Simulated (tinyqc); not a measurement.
From results back to parameters: effective mass of the conduction band from tabulated energies. Three cases, with inputs chosen for the exercise.

Problem. A band follows E (1 + alpha E) = c k^2/m, c = hbar^2/2m0. Its energies at two wave vectors are given.

Constants: hbar^2/2m0 = 3.80998211 eV angstrom^2.

Case 1.

Values chosen (out of a larger set: band of an eight-band Kane model near GaSb; not measured data): k12 = (0.0105, 0.028) 1/angstrom (two wave vectors).

energies (meV): 10.50987  69.17954

Case 2.

Values chosen (out of a larger set: band of an eight-band Kane model near CdTe; not measured data): k12 = (0.0186, 0.0496) 1/angstrom (two wave vectors).

energies (meV): 13.41267  91.21592

Case 3.

Values chosen (out of a larger set: band of an eight-band Kane model near InSb; not measured data): k12 = (0.0048, 0.0128) 1/angstrom (two wave vectors).

energies (meV): 6.24803  39.28913

Find: y = c k^2/E; m; alpha.
Solution. y = m + m alpha E is a straight line through the two points.

Case 1.

y = c k^2/E (m0): 0.03997  0.04318
m = 0.0394 m0
alpha = 1.39 1/eV

Case 2.

y = c k^2/E (m0): 0.09827  0.10276
m = 0.0975 m0
alpha = 0.59 1/eV

Case 3.

y = c k^2/E (m0): 0.01405  0.01589
m = 0.0137 m0
alpha = 4.06 1/eV

Computed by tinyqc, one run a case: `OMP_NUM_THREADS=1 python tinyqc.py N N+1 out.jsonl` with N = 1851064, 1851070, 1851119; one thread of a shared Intel(R) Xeon(R) Processor @ 2.30GHz, about 0.01 s a run at most.
